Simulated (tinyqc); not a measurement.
Inside a calculation. Model: resistance of a tapered via with liner, size effect and interface.

Computed by the program tinyqc: `OMP_NUM_THREADS=1 python tinyqc.py 2750085 2750086 out.jsonl`, one thread of a shared Intel Xeon 2.30GHz, about 0.01 s for the whole run. Printed values are rounded.

A round via whose diameter grows from db at the bottom as D(z) = db + 2 z/tan(ang). The fill, of diameter D - 2 tl, starts above the bottom liner (thickness fb tl) and has rho = rho0 (1 + ks lam/(D - 2 tl)); the sidewall liner conducts in parallel with it. The bottom liner and the interface are crossed over the full area pi db^2/4. Spreading in the lines above and below is left out.

Inputs (values chosen for the exercise); fill metal close to copper:
```
symbol,value,unit,meaning
db,29,nm,diameter at the bottom
hv,46,nm,height
ang,88,degrees,sidewall angle
rho0,1.63,uohm cm,bulk resistivity of the fill
lam,39.5,nm,mean free path of the fill
ks,1.4,,size-effect factor
tl,2.4,nm,liner on the sidewall
fb,0.5,,liner at the bottom over that on the sidewall
rl,550,uohm cm,resistivity of the liner
ri,8e-13,ohm cm^2,interface resistivity at the bottom
Sb,1.1e15,S/m^2,"ballistic conductance per area, about 3/(4 rho0 lam)"
```

## Slices of the via

Slices between z0 = fb tl and hv, evaluated at their midpoints: conductance per length pi/4 [(D - 2 tl)^2/rho + (D^2 - (D - 2 tl)^2)/rl], slice resistance = slice height over that. 10 slices.

```
slice  z (nm)   D (nm)  rho (uohm cm)  slice resistance (ohm)
0        3.44  29.2403        5.31814                0.505741
1        7.92  29.5531        5.27152                0.488760
2        12.4  29.8660        5.22606                0.472567
3       16.88  30.1789        5.18173                0.457115
4       21.36  30.4918        5.13847                0.442362
5       25.84  30.8047        5.09626                0.428268
6       30.32  31.1176        5.05505                0.414796
7        34.8  31.4305        5.01480                0.401912
8       39.28  31.7434        4.97550                0.389582
9       43.76  32.0563        4.93709                0.377777
```

## Total resistance

R_fill = sum of the slices; R_bottom = rl fb tl/(pi db^2/4); R_interface = ri/(pi db^2/4); ballistic (Sharvin) limit 1/(Sb pi (db - 2 tl)^2/4); ideal cylinder rho0 hv/(pi db^2/4).

parts (ohm): fill 4.37888, bottom liner 9.99213, interface 0.121117
R = 14.4921 ohm
shares (%): fill 30.2156, bottom liner 68.9487, interface 0.8357
ballistic limit = 1.97645 ohm
ideal cylinder = 1.13517 ohm

The bottom liner is the largest part, and R is 12.8 times the ideal cylinder. With 2000 slices R = 14.492 ohm.
